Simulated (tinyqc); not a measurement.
What moves the optical response: interband optics of a two-band s-p chain from momentum matrix elements.

H(k) = [[Es - 2 ts cos ka, 2i V sin ka], [-2i V sin ka, Ep_ + 2 tp cos ka]] in the basis s, p; the lower band is full, with two electrons a cell. The velocity operator times hbar is W = dH/dk (eV angstrom); intra-atomic dipoles are left out.

With w(k) = |<c|W|v>|^2 and D(k) = Ec - Ev, on the mesh k_j = (j + 1/2)/N (2 pi/a): eps(E) = 1 + (8 pi e2/(a Ar)) mean_j (w/D^2) [1/(D - E - i eta) + 1/(D + E + i eta)], e2 = e^2/(4 pi eps0); light polarised along the chains, no local fields.

Constants: e^2/(4 pi eps0) = 14.39964547 eV angstrom; hbar^2/2m0 = 3.80998211 eV angstrom^2.

Values chosen for the exercise: a = 3.35 angstrom (period); Es = 1.97 eV (upper orbital (s)); Ep_ = -3.32 eV (lower orbital (p)); ts = 0.44 eV (s-s hopping); tp = 0.59 eV (p-p hopping); V = 0.95 eV (s-p hopping); Ar = 10 angstrom^2 (cross-section per chain).

Mesh of 400 points; n_eff = 2 mean(w/(c D)), c = hbar^2/2m0.

Results for these values:

| case | smallest D (eV) | largest D (eV) | n_eff | eps(0) |
|---|---|---|---|---|
| base | 3.230 | 7.350 | 1.817 | 4.756 |

What happens to each result for Ar = 11 angstrom^2, all else kept?

Answer: smallest D does not change at the printed digits; largest D does not change at the printed digits; n_eff does not change at the printed digits; eps(0) falls from 4.756 to 4.414.

The same for each parameter in turn:

| case | smallest D (eV) | largest D (eV) | n_eff | eps(0) |
|---|---|---|---|---|
| base | 3.230 | 7.350 | 1.817 | 4.756 |
| a = 3.518 angstrom | 3.230 | 7.350 | 2.004 | 4.944 |
| Es = 2.27 eV | 3.530 | 7.650 | 1.735 | 4.086 |
| ts = 0.528 eV | 3.054 | 7.526 | 1.837 | 5.123 |
| V = 1.045 eV | 3.230 | 7.378 | 2.132 | 5.350 |
| Ar = 11 angstrom^2 | 3.230 | 7.350 | 1.817 | 4.414 |

Computed by tinyqc, a small Python program: `OMP_NUM_THREADS=1 python tinyqc.py 1681690 1681691 out.jsonl` (the numbers bound the seed that draws the inputs); one thread of a shared host (Intel(R) Xeon(R) Processor @ 2.30GHz), about 0.02 s for the whole set of steps.
